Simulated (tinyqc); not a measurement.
Inside a calculation: three-level Kane dispersion of a narrow-gap semiconductor. Values are carried at full precision from step to step, so a last printed digit may differ when a step is redone from the rounded ones.

Zero of energy at Gamma8, c = hbar^2/2m0, P^2 = Ep c. The free-electron term and remote bands are left out, so the heavy holes are flat at E = 0 and the other three bands obey E (E - Eg)(E + Dso) = P^2 k^2 (E + 2 Dso/3). The conduction band is the highest root; its edge is Ec = max(Eg, 0).

Constants: hbar^2/2m0 = 3.80998211 eV angstrom^2; hbar = 6.58211957e-16 eV s; e^2/(4 pi eps0) = 14.39964547 eV angstrom; muB = 5.788381798e-05 eV/T.

Inputs chosen for the exercise (near those of InAs; the results hold for these values, not for the real material):
- Eg = 0.418 eV (E(Gamma6) - E(Gamma8))
- Dso = 0.39 eV (spin-orbit splitting)
- Ep = 22.4 eV (Kane energy)
- k = 0.018 1/angstrom (wave vector)
- n = 1.1e+16 cm^-3 (electron density)
- eps = 12.5 (high-frequency dielectric constant)
- B = 3.1 T (magnetic field)

## The three bands at one k

Expand the equation into E^3 + a2 E^2 + a1 E + a0 = 0 and give its roots; compare with the two-level form (Dso to infinity) E = Eg/2 +/- sqrt(Eg^2/4 + (2/3) P^2 k^2).

P^2 k^2 = 0.027651 eV^2

a2, a1, a0: [-0.028000, -0.190671, -0.007189]

roots (eV): [-0.4019, -0.0382, 0.4681]

two-level form (eV): [-0.0402, 0.4582]

The two-level form misses the highest root by -9.9 meV. The order is normal: Gamma6 forms the conduction band.

## Mass at the edge and limiting velocity

m0* = Eg (Eg + Dso)/(Ep (Eg + 2 Dso/3)). In the two-level form the velocity tends to v = sqrt(2/3) P/hbar, and |Eg| = 2 m v^2 with m = 3 |Eg|/(2 Ep), as for a relativistic particle. 1 angstrom = 1e-10 m.

m0* = 0.02224 m0
P = 9.2382 eV angstrom
v = 1.146e+06 m/s
k at which the linear part sets in, |Eg|/(2 hbar v) = 0.02771 1/angstrom

## Fermi level and mass at a given density

Degenerate electrons at T = 0: kF = (3 pi^2 n)^(1/3), 1 cm^-3 = 1e-24 angstrom^-3; EF is the highest root at kF. The momentum (cyclotron, optical) mass is m(E) = hbar^2 k/(dE/dk) = c d(k^2)/dE with d(k^2)/dE = k^2 [1/E + 1/(E - Eg) + 1/(E + Dso) - 1/(E + 2 Dso/3)]; the density of states is k d(k^2)/dE/(2 pi^2).

Edge mass m0* = Eg (Eg + Dso)/(Ep (Eg + 2 Dso/3)).

Compare EF - Ec with the parabolic value c kF^2/m0*.

kF = 0.00688 1/angstrom
EF - Ec = 0.0080 eV
parabolic value = 0.0081 eV
m(EF) = 0.02300 m0
m(EF)/m0* = 1.034
density of states at EF = 2.104e+18 1/(eV cm^3)

The parabola overstates EF - Ec by a factor of 1.02; (EF - Ec)/|Eg| = 0.02, and the two-level rule 1 + 2 (EF - Ec)/|Eg| = 1.038 estimates the mass ratio.

## Plasma and cyclotron energies

hbar wp = sqrt(8 pi c (e^2/4 pi eps0) n/(eps m)), hbar wc = 2 muB B/m (classical limit), with m = m(EF) and, for comparison, the edge mass; n in angstrom^-3.

hbar wp with m(EF), with m0* (meV): [7.26, 7.39]

hbar wc with m(EF), with m0* (meV): [15.60, 16.14]

hbar wc is not small against EF - Ec = 8.0 meV, so only the lowest Landau level or two are filled: this is the quantum limit, where the classical value fails.

## Checks

- Roots of the cubic against the 8 x 8 Kane matrix without remote terms: they agree to 1e-10 or better.
- m(E) near the edge against m0*: both 0.02224.

tinyqc: `OMP_NUM_THREADS=1 python tinyqc.py 1080761 1080762 out.jsonl`; about 0.01 s, one thread, shared Intel(R) Xeon(R) Processor @ 2.30GHz.
